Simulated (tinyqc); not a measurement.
Non-radiative capture by multiphonon emission, one effective mode: one step, computed by the program tinyqc. Command: `OMP_NUM_THREADS=1 python tinyqc.py 3017832 3017833 out.jsonl capture walk`. One thread of a shared host (Intel(R) Xeon(R) Processor @ 2.30GHz), about 0.02 s of CPU time with the checks.

The initial state (free carrier plus empty centre) lies dE above the final state; both have the same frequency and are displaced by dQ.

Problem. Scaled coefficient, cross-section and lifetime. Sommerfeld factor of an attractive centre: s(k) = 2 pi nu/(1 - exp(-2 pi nu)), nu = sqrt(Ry*/E), Ry* = Ry m/eps^2, averaged over (2/sqrt(pi)) sqrt(x) exp(-x) dx with x = E/k_B T = t^2 (trapezoid, t to 6 in steps of 0.01). C = s C_0; v = sqrt(3 k_B T/m); sigma = C/v; tau = 1/(C N_t).

Inputs (values chosen for the exercise, with mass, screening and phonons like those of CdTe):
```
quantity                 value   unit
carrier mass m           0.612    m_0
dielectric constant eps   9.84      -
temperature T              120      K
defect density N_t       6e+14  cm^-3
```

Centre: attractive.

C_0 = 1.460973e-15 cm^3/s

Constants: Ry = 13.605693123 eV; k_B = 8.617333262e-05 eV/K; k_B = 1.380649e-23 J/K; m_0 = 9.1093837015e-31 kg.

Give: Sommerfeld factor s; capture coefficient C; thermal velocity v; cross-section sigma; capture time.

Solution.

Sommerfeld factor s = 20.45

capture coefficient C = 2.987e-14 cm^3/s

thermal velocity v = 9.442e+06 cm/s

cross-section sigma = 3.163e-21 cm^2

capture time = 0.05580 s

Caution: the largest term is not the one nearest energy conservation, so C_0 depends strongly on the broadening b. Caution: the effective Bohr radius is under 10 angstrom, so the effective-mass Sommerfeld factor is rough.
